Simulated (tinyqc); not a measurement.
Towards the loss of the bound state: donor level screened by free carriers (Yukawa potential).

Potential -(q/(eps r)) exp(-ks r), q = e^2/(4 pi eps0). In units Ry* = Ry m/eps^2 and a* = a0 eps/m the problem is [-Laplacian - 2 exp(-x r)/r] psi = E psi with x = ks a*.

Converged values use 18 functions exp(-z r), z = 1.55^i, i = -11 to 6: S = 2/A^3, H = z_i z_j S - 2/(A + x)^2, A = z_i + z_j.

Values chosen for the exercise (out of a larger set: near those of a donor in Si, with one mean mass; not measured data): xs = (0.07, 0.11, 0.34, 0.53, 0.68, 0.91, 1.01) (values of x).

First order (-1 + 2x), one-parameter (minimum of z^2 - 8 z^3/(2z + x)^2) and converged 1s energies in Ry*, and the mean radius in a*; a dash marks an unbound result.

Results:

| x | first order | trial function | converged | <r> |
|---|---|---|---|---|
| 0.07 | -0.8600 | -0.8670 | -0.8670 | 1.51 |
| 0.11 | -0.7800 | -0.7970 | -0.7970 | 1.52 |
| 0.34 | -0.3200 | -0.4647 | -0.4656 | 1.64 |
| 0.53 | - | -0.2655 | -0.2694 | 1.85 |
| 0.68 | - | -0.1482 | -0.1562 | 2.14 |
| 0.91 | - | -0.0281 | -0.0453 | 3.23 |
| 1.01 | - | - | -0.0184 | 4.56 |

First order loses the state at x = 0.5, the trial function reaches zero energy at x = 1.00, and the exact limit is 1.19. The radius starts at 1.5 a*, grows slowly at first (1.64 at x = 0.34), then steadily, and swells towards the end (4.6 at 1.01), where a single exponential fails: the binding vanishes as the square of the distance from 1.19.

Computed by tinyqc, a small Python program: `OMP_NUM_THREADS=1 python tinyqc.py 1282168 1282169 out.jsonl` (the numbers bound the seed that draws the inputs); one thread of a shared host (Intel(R) Xeon(R) Processor @ 2.30GHz), about 0.01 s for the whole set of steps.
